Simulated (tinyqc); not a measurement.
What each parameter does: shallow donor in an anisotropic valley (effective-mass theory).

One valley: H = -c [(d2/dx2 + d2/dy2)/mt + (d2/dz2)/ml] - q/(eps r), c = hbar^2/2m0, q = e^2/(4 pi eps0). Trial function exp(-sqrt((x^2 + y^2)/a^2 + z^2/b^2)) with a > b: T = (c/3)(2/(mt a^2) + 1/(ml b^2)), V = -(q/eps) atan(u/b)/u, u = sqrt(a^2 - b^2). The central cell of the impurity is left out.

Constants: hbar^2/2m0 = 3.80998211 eV angstrom^2; e^2/(4 pi eps0) = 14.39964547 eV angstrom.

Inputs chosen for the exercise (out of a larger set: near those of a group-V donor in Si; not measured data):
- ml = 0.888 m0 (longitudinal mass)
- mt = 0.187 m0 (transverse mass)
- eps = 11.6 (dielectric constant)

The minimum of the trial energy.

One parameter was then changed.

Results before and after:

| case | E (meV) | a (angstrom) | b (angstrom) | b/a |
|---|---|---|---|---|
| base | -29.51 | 24.61 | 14.21 | 0.577 |
| changed | -31.09 | 23.79 | 12.70 | 0.534 |

Which of these changes was made? (a) eps = 12.8; (b) ml = 1.11 m0; (c) mt = 0.206 m0.
Answer: (b) ml = 1.11 m0. Of the candidates, run in turn, only this one gives the changed row.

All candidates:

| case | E (meV) | a (angstrom) | b (angstrom) | b/a |
|---|---|---|---|---|
| base | -29.51 | 24.61 | 14.21 | 0.577 |
| ml = 1.11 m0 | -31.09 | 23.79 | 12.70 | 0.534 |
| mt = 0.206 m0 | -31.75 | 22.69 | 13.55 | 0.597 |
| eps = 12.8 | -24.23 | 27.16 | 15.68 | 0.577 |

eps only rescales the solution (E as 1/eps^2, lengths as eps), so b/a depends on ml/mt alone.

Computed by tinyqc, a small Python program: `OMP_NUM_THREADS=1 python tinyqc.py 1252446 1252447 out.jsonl` (the numbers bound the seed that draws the inputs); one thread of a shared host (Intel(R) Xeon(R) Processor @ 2.30GHz), about 0.01 s for the whole set of steps.
